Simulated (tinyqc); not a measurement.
Single-oscillator infrared dielectric function of a polar cubic crystal. Changing the eps_inf. Computed by tinyqc, a small Python program. Command: `OMP_NUM_THREADS=1 python tinyqc.py 3028375 3028376 out.jsonl infrared sweep`. One thread of a shared host (Intel(R) Xeon(R) Processor @ 2.30GHz), about 0.01 s of CPU time with the checks.

One ion pair, charges +Z* and -Z*, in a cell of volume Omega = a^3/4. Frequencies omega are given as wavenumbers (1/cm); eps_s is the static dielectric constant.

Inputs (values chosen for the exercise, modelled on sodium chloride):
```
quantity            value      unit
lattice constant a   5.64  angstrom
mass M_A            22.99         u
mass M_B            35.45         u
omega_TO              166      1/cm
Born charge Z*       1.12         e
```

Structure: rock salt. Free carriers: absent.

Constants: nu for 1 eV/(angstrom^2 u) = 15.6333042 THz; 1 THz = 33.35640952 1/cm; e^2/(4 pi eps_0) = 14.39964548 eV angstrom.

Method. mu = M_A M_B/(M_A + M_B); ionic plasma term W^2 = 4 pi Z*^2 (e^2/(4 pi eps_0))/(Omega mu) in eV/(angstrom^2 u), turned into 1/cm by W = 15.6333042 x 33.35640952 x sqrt(W^2); omega_LO^2 = omega_TO^2 + W^2/eps_inf; eps_s = eps_inf + W^2/omega_TO^2; Szigeti charge 3 Z*/(eps_inf + 2); longitudinal (Callen) charge Z*/eps_inf.

One run for each value:
```
eps_inf  omega_LO (1/cm)   eps_s  Szigeti charge (e)  Callen charge (e)
1.8               287.02   5.381             0.88421            0.62222
2.7               253.19   6.281             0.71489            0.41481
4.0               228.53   7.581             0.56000            0.28000
6.0               209.77   9.581             0.42000            0.18667
9.0               196.27  12.581             0.30545            0.12444
13.0              187.48  16.581             0.22400            0.08615
20.0              180.25  23.581             0.15273            0.05600
30.0              175.63  33.581             0.10500            0.03733
```

What does the table show, and why?

Over the rows, omega_LO (1/cm) falls from 287 to 176 (exponent d ln y / d ln x -0.31 between the first rows and -0.064 between the last); eps_s rises from 5.38 to 33.6 (exponent d ln y / d ln x 0.38 between the first rows and 0.87 between the last); Szigeti charge (e) falls from 0.884 to 0.105 (exponent d ln y / d ln x -0.52 between the first rows and -0.92 between the last). Electronic screening divides omega_LO^2 - omega_TO^2 by eps_inf, while the ionic part of eps_s does not depend on it.
